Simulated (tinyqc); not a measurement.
## Mobility, diffusion coefficient and lifetime from two collectors

Inverse problem. For an injected sheet in a field F the peak time tp at distance L obeys u^2 tp^2 + 2 D tp = L^2 with u^2 = v^2 + 4 D/tau, and the pulse area goes as exp(L (v - u)/(2 D)); v = mu F. Find u, D, mu and tau without using the Einstein relation.

Values chosen for this exercise: sweep field along the drift F = 60 V/cm.

distances (um): 46  130
peak times (us): 0.112014722  0.331127026
ratio of the areas, far over near = 0.0349753522

Solution. The two peak times give two linear equations for u^2 and D; the area ratio gives v - u, and u^2 - v^2 = 4 D/tau gives tau.

u = 3.83e4 cm/s
D = 12.3 cm^2/s
mu = 475 cm^2/(V s)
tau = 7.50e-8 s

Numbers from tinyqc (`OMP_NUM_THREADS=1 python tinyqc.py 2310133 2310134 out.jsonl`; about 0.01 s on one thread of a shared Intel Xeon 2.30GHz).
